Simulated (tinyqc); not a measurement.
Stress in a transistor channel from embedded alloy regions, liners and fins, by half-space elasticity: one step, computed by the program tinyqc.

Plane strain in an isotropic half-space, the same constants everywhere; x along the channel from its centre, y downwards from the free surface; stress is positive in tension.

Problem. Stress at the centre of the channel. A line element dA of misfit at (a, c) in the half-space gives, with C = E e/(2 pi (1 - nu)), X = x - a, r1^2 = X^2 + (y - c)^2, r2^2 = X^2 + Y^2, Y = y + c: s_xx = -C dA {[X^2 - (y - c)^2]/r1^4 + 3 [X^2 - Y^2]/r2^4 + 4 y Y (Y^2 - 3 X^2)/r2^6}, s_yy = C dA {[X^2 - (y - c)^2]/r1^4 - [X^2 - Y^2]/r2^4 + 4 y Y (Y^2 - 3 X^2)/r2^6}. These are integrated over two rectangles, L/2 < |a| < L/2 + S, 0 < c < d (closed form in a, 200 Gauss-Legendre points in c).

Inputs (values chosen for the exercise, modelled on silicon):
```
quantity,value,unit
Young's modulus E,165,GPa
Poisson ratio nu,0.23,-
channel length L,34,nm
length of each stressor S,55,nm
recess depth d,85,nm
depth of the field point y,2,nm
```

Stressor: Si(1-x)C(x) source and drain.

misfit e = -0.005232

stress of a blanket film = 1.121143 GPa

Give: s_xx; s_yy; s_xx over the blanket-film stress.

Solution.

s_xx = 584.71 MPa

s_yy = -0.83352 MPa

s_xx over the blanket-film stress = 0.52153

The channel is stretched along its length; s_yy is 0.0014 of s_xx in size and vanishes at the surface.
